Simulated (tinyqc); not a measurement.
## Film and buried-oxide thickness from two coupling ratios

Problem. In a depleted film -dVT/dVb is k1 = Cs Cbox/(Cox (Cs + Cbox)) for a front channel and k2 = Cbox (Cox + Cs)/(Cox Cs) for a back channel, with Cox = eps0 eox/tox, Cs = eps0 eps_r/ts, Cbox = 3.9 eps0/tb. Find ts and tb.

Inputs (values chosen for the exercise); band and dielectric values close to those of silicon: relative permittivity eps_r = 11.7; relative permittivity of the gate insulator (close to aluminium oxide) eox = 8.96; insulator thickness tox = 9 nm.

coupling ratios for a front and a back channel: [0.12542404, 0.25538372]

Answer. With y = Cox/Cs and z = Cox/Cbox, 1/k1 = y + z and k2 = (1 + y)/z, so y = (k2/k1 - 1)/(1 + k2); the thicknesses follow from y and z.

ts = 9.70 nm
tb = 28.0 nm

tinyqc, about 0.3 s, one thread, Intel Xeon 2.30GHz (shared host): `OMP_NUM_THREADS=1 python tinyqc.py 2190094 2190095 out.jsonl`
